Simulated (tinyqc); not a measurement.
Equilibrium and kinetic segregation of a solute to boundaries and growing surfaces: one step, computed by the program tinyqc.

Problem. Depletion of small grains. With theta the solute fraction on boundary sites and x that in the grains, theta/(1 - theta) = [x/(1 - x)] exp[Q/(k_B T)]. Finite grains: boundary sites are the fraction f = 3 delta/d, and x0 = (1 - f) x + f theta; solve both equations for theta; share at boundaries = f theta/x0.

Inputs (values chosen for the exercise, modelled on a solute in a copper line):
```
quantity,value,unit
segregation energy Q,0.501,eV
total solute fraction x0,0.00019,-
temperature T,1200,K
grain size d,44,nm
boundary thickness delta,0.49,nm
```

Isotherm: Langmuir-McLean.

Constants: k_B = 8.617333262e-05 eV/K.

Give: site fraction f; coverage theta; fraction x left in the grains; share of solute at boundaries; enrichment theta/x.

Solution.

site fraction f = 0.033409

coverage theta = 0.0046285

fraction x left in the grains = 3.6588e-05

share of solute at boundaries = 81.387 %

enrichment theta/x = 126.51
